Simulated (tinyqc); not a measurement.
## Partial widths from the peak

Problem. A Breit-Wigner resonance has total width G = GL + GR and peak transmission Tp = 4 GL GR/G^2. GR is known to be the larger. Find GL, GR and the lifetime hbar/G.

Constants: q = 1.602176634e-19 C, hbar = 1.054571817e-34 J s. Results are converted to the units shown.

G = 7.3703737 meV
Tp = 0.91937810

Solution. GL and GR have the sum G and the product Tp G^2/4, so they are (G/2)(1 +/- sqrt(1 - Tp)).

GL = 2.639 meV
GR = 4.732 meV
lifetime = 89.31 fs

Program tinyqc, `OMP_NUM_THREADS=1 python tinyqc.py 2600134 2600135 out.jsonl`; Intel Xeon 2.30GHz, shared host, one thread, about 0.3 s.
